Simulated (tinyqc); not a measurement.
Junction field-effect transistor with two gates, gradual channel with velocity saturation: effect of the donor density of the channel on saturation.

A uniformly doped n-type channel, depleted from both sides by p+ gates; at channel potential V the depleted share of a is u = sqrt((Vbi - Vg + V)/Vp), s at the source. Electrons drift with v = mu E/(1 + mu E/vsat). Abrupt depletion edge, no series resistance, source at 0.

ni = sqrt(Nc Nv) exp(-Eg/(2 Vt)), Eg in volts; Vbi = Vt ln(Na Nd/ni^2); Vp = q Nd a^2/(2 eps0 eps_r); G0 = 2 q mu Nd a W/L; Z = mu Vp/(vsat L); s = sqrt((Vbi - Vg)/Vp). I = (G0 Vp/3) F/(1 + Z (u^2 - s^2)), F = 3 (u^2 - s^2) - 2 (u^3 - s^3), with u at V = Vd; Z = 0 gives constant mobility, for which u stops at 1. The current peaks at u = um, the root of (1 - u)(1 + Z (u^2 - s^2)) = Z F/3; beyond Vdsat = Vp (um^2 - s^2) it is held at that value. gm = G0 (um - s)/(1 + Z (um^2 - s^2)).

Parameters, values chosen for the exercise; material values close to those of gallium arsenide: temperature T = 400 K; relative permittivity of the semiconductor eps_r = 13.1; conduction-band density of states at T Nc = 6.82e17 cm^-3; band gap Eg = 1.4 eV; valence-band density of states at T Nv = 1.36e19 cm^-3; half the channel thickness a = 440 nm; low-field mobility at this doping mu = 5500 cm^2/(V s); saturation velocity vsat = 8.9e6 cm/s; gate length L = 10 um; gate width W = 50 um; acceptor density of the gates Na = 1.3e18 cm^-3; gate voltage Vg = -1.6 V.

Constants: q = 1.602176634e-19 C, kB = 1.380649e-23 J/K, Vt = kB T/q, eps0 = 8.8541878128e-14 F/cm where lengths are in cm. Results are converted to the units shown.

Result of one run:
```
Nd (cm^-3)      Z      um  Vdsat (V)  Isat (mA)  Isat for Z = 0 (mA)  gm (mS)
2.8e16      2.314  0.9752     0.7514     0.4358               0.6628   0.8081
```

What becomes of these results when the donor density of the channel Nd is changed from 2.8e16 to 3.8e16 cm^-3, all else the same?

Result of the changed run:
```
Nd (cm^-3)      Z      um  Vdsat (V)  Isat (mA)  Isat for Z = 0 (mA)  gm (mS)
3.8e16      3.140  0.9214      1.494      1.874                4.042    1.352
```

The whole series:
```
Nd (cm^-3)      Z      um  Vdsat (V)  Isat (mA)  Isat for Z = 0 (mA)  gm (mS)
2.8e16      2.314  0.9752     0.7514     0.4358               0.6628   0.8081
3.8e16      3.140  0.9214      1.494      1.874                4.042    1.352
5.1e16      4.214  0.8598      2.211      4.487                13.02    1.802
6.9e16      5.701  0.7937      2.971      8.933                34.40    2.253
9.3e16      7.685  0.7291      3.761      15.80                79.49    2.716
```

As Nd goes from 2.8e16 to 9.3e16 cm^-3, Vdsat rises from 0.751 to 3.76 V, Isat rises from 0.436 to 15.8 mA and gm rises from 0.808 to 2.72 mS. Isat is 0.658 of the constant-mobility value in the first row and 0.199 in the last. At Nd = 2.8e16 cm^-3 the open channel at the source, (1 - s) a, is under two Debye lengths, so the abrupt edge is rough.

Computed by the program tinyqc: `OMP_NUM_THREADS=1 python tinyqc.py 2500153 2500154 out.jsonl`, one thread of a shared Intel Xeon 2.30GHz, about 0.1 s for the whole run.
